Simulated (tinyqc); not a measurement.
Short-period [001] superlattice in sp3s* tight binding: one step. Levels of the small cell. Four cases, with inputs chosen for the exercise.

Task: Diagonalise (s, pz, s* block of a cell with n = 2, m = 1; px and py are apart). The lowest 6 levels are filled. Give the share of the cation weight of the lowest empty level that lies on the A cations, c1 and c2.

Case 1.

H (eV), lower triangle:
```
          sa1       za1       *a1       sc1       zc1      *c1       sa2       za2      *a2       sc2       zc2
sa1  -8.17010
za1         0   0.76490
*a1         0         0   7.78590
sc1  -3.23300  -2.89900         0  -2.65617
zc1   2.23900   0.97700   2.42150         0   3.66483
*c1         0  -2.39700         0         0         0  6.72583
sa2         0         0         0  -3.23300  -2.23900        0  -8.31617
za2         0         0         0   2.89900   0.97700  2.39700         0   1.04183
*a2         0         0         0         0  -2.42150        0         0         0  8.57283
sc2         0         0         0         0         0        0  -3.23300  -2.89900        0  -2.65617
zc2         0         0         0         0         0        0   2.23900   0.97700  2.42150         0   3.66483
*c2         0         0         0         0         0        0         0  -2.39700        0         0         0
sa3         0         0         0         0         0        0         0         0        0  -3.23300  -2.23900
za3         0         0         0         0         0        0         0         0        0   2.89900   0.97700
*a3         0         0         0         0         0        0         0         0        0         0  -2.42150
sc3  -3.32550   2.75650         0         0         0        0         0         0        0         0         0
zc3  -2.54950   0.93700  -2.25850         0         0        0         0         0        0         0         0
*c3         0   2.49100         0         0         0        0         0         0        0         0         0

         *c2       sa3       za3      *a3       sc3      zc3      *c3
*c2  6.72583
sa3        0  -8.17010
za3  2.39700         0   0.76490
*a3        0         0         0  7.78590
sc3        0  -3.32550  -2.75650        0  -1.65503
zc3        0   2.54950   0.93700  2.25850         0  3.10097
*c3        0         0  -2.49100        0         0        0  6.25097
```

Case 2.

H (eV), lower triangle:
```
          sa1       za1       *a1       sc1       zc1      *c1       sa2       za2      *a2       sc2       zc2
sa1  -8.20269
za1         0   0.75581
*a1         0         0   7.76981
sc1  -3.22450  -2.89500         0  -2.65140
zc1   2.24350   0.97800   2.42800         0   3.66960
*c1         0  -2.40000         0         0         0  6.73260
sa2         0         0         0  -3.22450  -2.24350        0  -8.34840
za2         0         0         0   2.89500   0.97800  2.40000         0   1.04260
*a2         0         0         0         0  -2.42800        0         0         0  8.58960
sc2         0         0         0         0         0        0  -3.22450  -2.89500        0  -2.65140
zc2         0         0         0         0         0        0   2.24350   0.97800  2.42800         0   3.66960
*c2         0         0         0         0         0        0         0  -2.40000        0         0         0
sa3         0         0         0         0         0        0         0         0        0  -3.22450  -2.24350
za3         0         0         0         0         0        0         0         0        0   2.89500   0.97800
*a3         0         0         0         0         0        0         0         0        0         0  -2.42800
sc3  -3.34100   2.75000         0         0         0        0         0         0        0         0         0
zc3  -2.56250   0.94150  -2.26250         0         0        0         0         0        0         0         0
*c3         0   2.50350         0         0         0        0         0         0        0         0         0

         *c2       sa3       za3      *a3       sc3      zc3      *c3
*c2  6.73260
sa3        0  -8.20269
za3  2.40000         0   0.75581
*a3        0         0         0  7.76981
sc3        0  -3.34100  -2.75000        0  -1.67297
zc3        0   2.56250   0.94150  2.26250         0  3.06503
*c3        0         0  -2.50350        0         0        0  6.20803
```

Case 3.

H (eV), lower triangle:
```
          sa1       za1       *a1       sc1       zc1      *c1       sa2       za2      *a2       sc2       zc2
sa1  -8.83723
za1         0   0.64527
*a1         0         0   7.12827
sc1  -2.81000  -2.72700         0  -2.72986
zc1   1.51750   0.91750   1.68500         0   3.72014
*c1         0  -1.95150         0         0         0  6.71514
sa2         0         0         0  -2.81000  -1.51750        0  -9.56586
za2         0         0         0   2.72700   0.91750  1.95150         0   0.90514
*a2         0         0         0         0  -1.68500        0         0         0  7.38214
sc2         0         0         0         0         0        0  -2.81000  -2.72700        0  -2.72986
zc2         0         0         0         0         0        0   1.51750   0.91750  1.68500         0   3.72014
*c2         0         0         0         0         0        0         0  -1.95150        0         0         0
sa3         0         0         0         0         0        0         0         0        0  -2.81000  -1.51750
za3         0         0         0         0         0        0         0         0        0   2.72700   0.91750
*a3         0         0         0         0         0        0         0         0        0         0  -1.68500
sc3  -3.33250   2.75350         0         0         0        0         0         0        0         0         0
zc3  -2.55450   0.94100  -2.26500         0         0        0         0         0        0         0         0
*c3         0   2.49700         0         0         0        0         0         0        0         0         0

         *c2       sa3       za3      *a3       sc3      zc3      *c3
*c2  6.71514
sa3        0  -8.83723
za3  1.95150         0   0.64527
*a3        0         0         0  7.12827
sc3        0  -3.33250  -2.75350        0  -1.76160
zc3        0   2.55450   0.94100  2.26500         0  2.99440
*c3        0         0  -2.49700        0         0        0  6.14840
```

Case 4.

H (eV), lower triangle:
```
          sa1       za1       *a1       sc1       zc1      *c1       sa2       za2      *a2       sc2       zc2
sa1  -8.13621
za1         0   0.80079
*a1         0         0   7.81979
sc1  -3.21950  -2.89050         0  -2.65623
zc1   2.23650   0.97950   2.42450         0   3.67677
*c1         0  -2.39800         0         0         0  6.75777
sa2         0         0         0  -3.21950  -2.23650        0  -8.32323
za2         0         0         0   2.89050   0.97950  2.39800         0   1.04377
*a2         0         0         0         0  -2.42450        0         0         0  8.58177
sc2         0         0         0         0         0        0  -3.21950  -2.89050        0  -2.65623
zc2         0         0         0         0         0        0   2.23650   0.97950  2.42450         0   3.67677
*c2         0         0         0         0         0        0         0  -2.39800        0         0         0
sa3         0         0         0         0         0        0         0         0        0  -3.21950  -2.23650
za3         0         0         0         0         0        0         0         0        0   2.89050   0.97950
*a3         0         0         0         0         0        0         0         0        0         0  -2.42450
sc3  -3.32850   2.75200         0         0         0        0         0         0        0         0         0
zc3  -2.55550   0.94050  -2.25600         0         0        0         0         0        0         0         0
*c3         0   2.50050         0         0         0        0         0         0        0         0         0

         *c2       sa3       za3      *a3       sc3      zc3      *c3
*c2  6.75777
sa3        0  -8.13621
za3  2.39800         0   0.80079
*a3        0         0         0  7.81979
sc3        0  -3.32850  -2.75200        0  -1.58419
zc3        0   2.55550   0.94050  2.25600         0  3.15181
*c3        0         0  -2.50050        0         0        0  6.30581
```

Give: levels; share on A cations.

Result:

Case 1.

levels (eV): -12.445  -11.078  -10.877  -5.819  -5.496  -0.161  1.823  2.196  2.218  2.723  2.797  4.500  6.568  8.023  9.286  9.433  10.464  11.071

share on A cations = 0.828

The lowest empty level is number 7, at 1.823 eV.

Case 2.

levels (eV): -12.465  -11.103  -10.913  -5.829  -5.506  -0.171  1.807  2.181  2.205  2.712  2.780  4.496  6.558  8.016  9.279  9.439  10.458  11.090

share on A cations = 0.832

The lowest empty level is number 7, at 1.807 eV.

Case 3.

levels (eV): -12.592  -11.162  -11.119  -5.686  -5.411  -0.185  0.961  2.154  2.593  2.656  2.681  4.478  6.571  7.208  8.653  8.815  9.206  9.565

share on A cations = 0.818

The lowest empty level is number 7, at 0.961 eV.

Case 4.

levels (eV): -12.411  -11.041  -10.856  -5.802  -5.461  -0.141  1.817  2.231  2.234  2.730  2.835  4.529  6.609  8.050  9.336  9.455  10.498  11.090

share on A cations = 0.834

The lowest empty level is number 7, at 1.817 eV.

Computed by tinyqc, one run a case: `OMP_NUM_THREADS=1 python tinyqc.py N N+1 out.jsonl` with N = 1481301, 1481769, 1481805, 1482281; one thread of a shared Intel(R) Xeon(R) Processor @ 2.30GHz, about 0.5 s a run at most.
